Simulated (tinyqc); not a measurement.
# Voltage drop against the pad pitch

A grid of 25 by 25 nodes with segments Rx (rows) and Ry (columns); every node draws I1 and the central node kh I1; pads with resistance Rp sit at the nodes whose row and column are multiples of the pitch, counting from 0. The drops u = Vdd - V follow from G u = i, with G the conductance matrix and i the load currents, solved directly.

Values chosen for this exercise:
- Vdd = 0.65 V (supply voltage)
- Rx = 0.12 ohm (resistance of a horizontal segment)
- Ry = 1.1 ohm (resistance of a vertical segment)
- Rp = 0.1 ohm (resistance from a pad node to the supply)
- kh = 1 (factor on the load at the hot node)
- I1 = 1.6 mA (load current of a node in the large grid)

Results:
columns A: pitch (nodes); B: pads; C: worst drop (mV); D: mean drop (mV); E: largest drop at a pad (mV); F: largest pad current (mA); G: worst drop over Vdd (%)
```
A     B       C       D       E      F        G
1   625  0.1600  0.1600  0.1600  1.600  0.02462
2   169   1.613   1.107  0.6392  6.392   0.2482
3    81   3.531   2.728   1.428  14.28   0.5432
6    25   15.63   11.73   5.447  54.47    2.405
8    16   28.12   21.07   8.987  89.87    4.327
12    9   58.88   47.07   18.56  185.6    9.059
24    4   220.0   174.2   25.00  250.0    33.85
```

Estimate the missing row, pitch = 4 nodes.

Computed row:
columns A: pitch (nodes); B: pads; C: worst drop (mV); D: mean drop (mV); E: largest drop at a pad (mV); F: largest pad current (mA); G: worst drop over Vdd (%)
```
A   B      C      D      E      F      G
4  49  6.801  5.039  2.507  25.07  1.046
```

With this row back in the table: The worst drop goes from 0.160 to 220 mV while the number of pads falls from 625 to 4; between the last two rows it goes as pitch^(1.90). The largest drop at a pad is 100 % of the worst drop in the first row and 11.4 % in the last; the rest falls along the wires. For pitch = 24 the drop exceeds 15 % of the supply, where loads no longer draw a fixed current.

Numbers from tinyqc (`OMP_NUM_THREADS=1 python tinyqc.py 2770189 2770190 out.jsonl`; about 0.3 s on one thread of a shared Intel Xeon 2.30GHz).
